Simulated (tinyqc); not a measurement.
Inside a calculation. Model: surface Green function of a dimerised chain, Sancho-Rubio decimation.

Numbers from tinyqc (`OMP_NUM_THREADS=1 python tinyqc.py 2680101 2680102 out.jsonl`; about 0.02 s on one thread of a shared Intel Xeon 2.30GHz). Printed values are rounded.

A semi-infinite lead of cells 0, 1, 2, ... with H0 inside a cell and H1 = <cell i|H|cell i + 1>. Cell A, B with A at the surface; -t1 joins A and B, -t2 joins B to the next A. z = E + i eta.

Values chosen for this exercise:
```
symbol,value,unit,meaning
t1,0.46,eV,hopping inside the cell
t2,1,eV,hopping between cells
dl,0,eV,"site energy, +dl on A and -dl on B"
E,-0.88,eV,energy
eta,0.01,eV,broadening
```

## The blocks

Read off from the list of hoppings.

H0 (eV):

|  | A | B |
|---|---|---|
| A | 0 | -0.46 |
| B | -0.46 | 0 |

H1 (eV):

|  | A | B |
|---|---|---|
| A | 0 | 0 |
| B | -1 | 0 |

## Round 1: decimation

Start with e_s = e = H0, a = H1, b = H1^dagger. Each round: g = (z - e)^(-1); e_s <- e_s + a g b; e <- e + a g b + b g a; a <- a g a; b <- b g b (all with the old a, b). Round k joins cells 2^k apart.

g (1/eV):

|  | A | B |
|---|---|---|
| A | -1.56292-0.03111i | -0.81669-0.02554i |
| B | -0.81669-0.02554i | -1.56292-0.03111i |

e_s after round 1 (eV):

|  | A | B |
|---|---|---|
| A | 0.00000+0.00000i | -0.46000+0.00000i |
| B | -0.46000+0.00000i | -1.56292-0.03111i |

e after round 1 (eV):

|  | A | B |
|---|---|---|
| A | -1.56292-0.03111i | -0.46000+0.00000i |
| B | -0.46000+0.00000i | -1.56292-0.03111i |

a after round 1 (eV):

|  | A | B |
|---|---|---|
| A | 0.000000+0.000000i | 0.000000+0.000000i |
| B | -0.816688-0.025544i | 0.000000+0.000000i |

b after round 1 (eV):

|  | A | B |
|---|---|---|
| A | 0.000000+0.000000i | -0.816688-0.025544i |
| B | 0.000000+0.000000i | 0.000000+0.000000i |

## Round 2: decimation

As before.

g (1/eV):

|  | A | B |
|---|---|---|
| A | 2.60613-0.41579i | -1.73231+0.38436i |
| B | -1.73231+0.38436i | 2.60613-0.41579i |

e_s after round 2 (eV):

|  | A | B |
|---|---|---|
| A | 0.000000+0.000000i | -0.460000+0.000000i |
| B | -0.460000+0.000000i | 0.190968-0.199431i |

e after round 2 (eV):

|  | A | B |
|---|---|---|
| A | 0.190968-0.199431i | -0.460000+0.000000i |
| B | -0.460000+0.000000i | 0.190968-0.199431i |

a after round 2 (eV):

|  | A | B |
|---|---|---|
| A | 0.00000+0.00000i | 0.00000+0.00000i |
| B | -1.17032+0.18383i | 0.00000+0.00000i |

b after round 2 (eV):

|  | A | B |
|---|---|---|
| A | 0.00000+0.00000i | -1.17032+0.18383i |
| B | 0.00000+0.00000i | 0.00000+0.00000i |

## Round 3: decimation

As before.

g (1/eV):

|  | A | B |
|---|---|---|
| A | -1.05292-0.29489i | -0.41173-0.20717i |
| B | -0.41173-0.20717i | -1.05292-0.29489i |

e_s after round 3 (eV):

|  | A | B |
|---|---|---|
| A | 0.00000+0.00000i | -0.46000+0.00000i |
| B | -0.46000+0.00000i | -1.34246-0.14030i |

e after round 3 (eV):

|  | A | B |
|---|---|---|
| A | -1.34246-0.14030i | -0.46000+0.00000i |
| B | -0.46000+0.00000i | -1.34246-0.14030i |

a after round 3 (eV):

|  | A | B |
|---|---|---|
| A | 0.000000+0.000000i | 0.000000+0.000000i |
| B | -0.639157-0.099592i | 0.000000+0.000000i |

b after round 3 (eV):

|  | A | B |
|---|---|---|
| A | 0.000000+0.000000i | -0.639157-0.099592i |
| B | 0.000000+0.000000i | 0.000000+0.000000i |

## Course of the decimation

Stop when the largest entry of a and b is below 1e-12 eV, or after 60 rounds. The last column is -Im Tr (z - e_s)^(-1)/pi. At the end g_s = (z - e_s)^(-1), and the bulk Green function is (z - e)^(-1).

Course of the iteration:

| round | largest \|a\|, \|b\| (eV) | surface density of states (1/eV) |
|---|---|---|
| 1 | 0.817 | 0.0227688 |
| 2 | 1.18 | 0.123352 |
| 3 | 0.647 | 0.121276 |
| 4 | 1.37 | 0.285547 |
| 5 | 0.374 | 0.711567 |
| 6 | 0.221 | 0.675333 |
| 7 | 0.0581 | 0.671541 |
| 8 | 3.60e-3 | 0.673929 |
| 9 | 1.38e-5 | 0.673949 |
| 10 | 2.02e-10 | 0.673949 |
| 11 | < 1e-13 | 0.673949 |

Converged in 11 rounds, which stand for 2^11 cells. E lies inside a band (1 open mode(s)), where only eta damps the waves, over about v/eta cells with v the group velocity in eV a cell.

## Self-energy, Dyson check and densities of states

converged surface Green function g_s (1/eV):

|  | A | B |
|---|---|---|
| A | -0.88807-0.46013i | 0.46499-0.86095i |
| B | 0.46499-0.86095i | 0.87084-1.65714i |

converged bulk Green function (1/eV):

|  | A | B |
|---|---|---|
| A | 0.00041-1.08685i | 1.06311+0.01865i |
| B | 1.06311+0.01865i | 0.00041-1.08685i |

Sigma = H1 g_s H1^dagger is what the lead adds to one more cell, and (z - H0 - Sigma)^(-1) must give g_s back. Densities of states: -Im of the diagonals over pi.

Sigma (eV):

|  | A | B |
|---|---|---|
| A | 0.000000+0.000000i | 0.000000+0.000000i |
| B | 0.000000+0.000000i | -0.888070-0.460133i |

(z - H0 - Sigma)^(-1) (1/eV):

|  | A | B |
|---|---|---|
| A | -0.88807-0.46013i | 0.46499-0.86095i |
| B | 0.46499-0.86095i | 0.87084-1.65714i |

| orbital | surface density of states (1/eV) | bulk density of states (1/eV) |
|---|---|---|
| A | 0.146465 | 0.345957 |
| B | 0.527484 | 0.345957 |

The surface cell holds 0.674 states per eV against 0.692 for a bulk cell.
